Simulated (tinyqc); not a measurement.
Worked calculation: Franz-Keldysh effect at a direct gap. Values are carried at full precision from step to step, so a last printed digit may differ when a step is redone from the rounded ones.

Parabolic bands, vertical transitions, no excitons. For each hole band j: mr = me mj/(me + mj); joint density of states J_j(E) = (mr/c)^(3/2) sqrt(E - Eg)/(2 pi^2), both spins, c = hbar^2/2m0; averaged matrix element |e.p|^2 = m0 Ep/6; alpha_j(E) = 4 pi^2 alpha_f c Ep J_j/(3 nr E) in 1/angstrom (alpha_f the fine-structure constant, listed as alpha among the constants), times 1e8 for 1/cm.

In a field Fd (1 kV/cm = 1e-5 V/angstrom) the electro-optic energy of band j is th = (c (e Fd)^2/mr)^(1/3), and sqrt(E - Eg) in J_j is replaced by pi sqrt(th) [Ai'(b)^2 - b Ai(b)^2] with b = (Eg - E)/th; Ai is the Airy function.

Constants: hbar^2/2m0 = 3.80998211 eV angstrom^2; fine-structure constant alpha = 0.007297352564.

Values chosen for the exercise (near those of GaAs; the results hold for these values, not for the real material): Eg = 1.462 eV (direct gap); me = 0.0694 m0 (electron mass); mhh = 0.514 m0 (heavy-hole mass); mlh = 0.0816 m0 (light-hole mass); Ep = 25.1 eV (Kane energy); nr = 3.56 (refractive index); Fd = 140 kV/cm (uniform field); E = 1.541 eV (photon energy); L = 78 micrometre (length of a waveguide).

## Electro-optic energy and length

For each hole band give mr, th and the length th/(e Fd).

Scales:
```
hole   mr (m0)  th (meV)  length (angstrom)
heavy  0.06114    49.614               35.4
light  0.03750    58.394               41.7
```

The light-hole pair has th larger by a factor 1.177, the cube root of the ratio of reduced masses.

## Airy factors at E

Ai is the Airy function, th the electro-optic energy of each hole band from the table (its other columns are not needed here), b = (Eg - E)/th with th in eV; the factor takes the place of sqrt(E - Eg) in the joint density of states.

Form b, Ai(b), Ai'(b) and the factor pi sqrt(th) [Ai'^2 - b Ai^2] for each band, beside sqrt(E - Eg) (zero below the gap).

Factors:
```
hole         b   Ai(b)  Ai'(b)  factor (eV^(1/2))  without field
heavy  -1.5923  0.4328  0.3732             0.3062         0.2811
light  -1.3529  0.5022  0.2076             0.2918         0.2811
```

## Absorption with and without the field

Put the factors in place of sqrt(E - Eg) in alpha_j and add the bands; a waveguide of length L changes its transmission by 4.343 (alpha(F) - alpha(0)) L dB.

alpha_j in the field (1/cm): heavy 5.28e+03, light 2.42e+03

alpha(F) = 7.70e+03 1/cm
alpha(0) = 7174 1/cm
change of loss = 17.7 dB

Without the field the loss over L is 243 dB, so this energy is of no use for a modulator. Above the gap the field raises the absorption at this energy; the sign alternates with energy (Franz-Keldysh oscillations). Excitons, which add a sharp peak at low field, are left out.

## Checks

- Airy factor at b = -40 against the zero-field limit sqrt(-b): 6.33 against 6.32.

Program tinyqc; command `OMP_NUM_THREADS=1 python tinyqc.py 1650128 1650129 out.jsonl`; about 0.01 s on one thread of a shared Intel(R) Xeon(R) Processor @ 2.30GHz.
